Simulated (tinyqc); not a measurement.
# Stoner model of a band magnet at zero temperature, step by step

A worked calculation. Computed by tinyqc, a small Python program that keeps every step. Command: `OMP_NUM_THREADS=1 python tinyqc.py 3012954 3012955 out.jsonl stoner walk`. One thread of a shared host (Intel(R) Xeon(R) Processor @ 2.30GHz), about 0.01 s of CPU time with the checks. Intermediate numbers are printed to about 7 digits and carried at full precision; extremes and crossings named in words are read from the listed rows.

Five orbitals per spin share one band; u = (E - E_bottom)/W runs from 0 to 1, and the states per spin, atom and energy are g = 5 d(u)/W with d = (3/2) sqrt(u). N(u) is the integral of d from 0. The moment m = n_up - n_down (electrons per atom) moves the fillings to n +/- m/10; the energy is E(m) = E_band(m) - I m^2/4.

Inputs (values chosen for the exercise, for a model d band):
```
quantity                    value  unit
band width W                  4.9    eV
filling n per spin orbital   0.38     -
Stoner parameter I          0.799    eV
field B                        10     T
start moment m0              0.32  mu_B
largest number of steps       600     -
```

Density of states: free-electron (square root).

Constants: mu_B = 5.7883818060e-05 eV/T.

## The paramagnetic state

Solve N(u_F) = n; g_F = 5 d(u_F)/W; the Stoner product is I g_F.

u_F = 0.5246332

g_F = 1.108646 1/eV

Stoner product I g_F = 0.8858085

I g_F < 1: the paramagnet is locally stable.

## Exchange-enhanced response

The susceptibility is enhanced by 1/(1 - I g_F), and a field B induces m = 2 mu_B B g_F/(1 - I g_F).

enhancement = 8.757217

induced moment = 0.01123948 mu_B

## Fixed-moment scan

For a moment m the Fermi levels of the two spins lie W [u(n + m/10) - u(n - m/10)] =: Delta apart; gbar = m/Delta is the mean density of states between them. A solution has I gbar = 1, is stable where gbar falls with m, or sits at saturation m_max = 10 min(n, 1 - n) if I gbar > 1 there. E_band(m) = 5 W [e(n + m/10) + e(n - m/10) - 2 e(n)], e = integral of u d(u) up to the Fermi level.

Against the moment:
```
m (mu_B)  Delta (eV)     I gbar  E(m) - E(0) (meV)
0.19        0.171412  0.8856443             0.9303
0.57        0.515005  0.8843215             8.4277
1.14        1.035389  0.8797276            34.4655
1.71        1.567614  0.8715731            80.5255
2.28        2.121079  0.8588646           151.2168
2.85        2.712981  0.8393535           254.7455
3.42        3.389711  0.8061396           407.3135
3.80        4.080736  0.7440325           558.4860
```

I gbar runs between 0.744 and 0.886; the energy falls with m where it exceeds 1 and rises where it is below. The lowest row is m = 0.19, and no row lies below the paramagnet.

## Self-consistent moment

Split the bands by Delta = I m, find the common Fermi level that keeps 10 n electrons, and read m(out) = 5 [N(u + Delta/(2W)) - N(u - Delta/(2W))], N clipped to 0 and 1. Start from m0 (at most 0.9 m_max, m_max = 10 min(n, 1 - n)); stop when m changes by less than 1e-8; moments under 1e-5 count as 0.

Iteration:
```
step   m in (mu_B)    Delta (eV)  m out (mu_B)
1     3.200000e-01  2.556800e-01  2.833418e-01
2     2.833418e-01  2.263901e-01  2.509054e-01
3     2.509054e-01  2.004734e-01  2.221978e-01
4     2.221978e-01  1.775360e-01  1.967855e-01
5     1.967855e-01  1.572316e-01  1.742871e-01
...            ...           ...           ...
122   1.356559e-07  1.083891e-07  1.201652e-07
123   1.201652e-07  9.601198e-08  1.064433e-07
124   1.064433e-07  8.504822e-08  9.428841e-08
125   9.428841e-08  7.533644e-08  8.352147e-08
126   8.352147e-08  6.673365e-08  7.398402e-08
```

moment m = 0 mu_B

last change of m = 9.537445e-09

The moment dies away, once small by the factor I g_F a step.

Checks made by the program: N(u_F) against quadrature of d (relative difference below 1e-10).
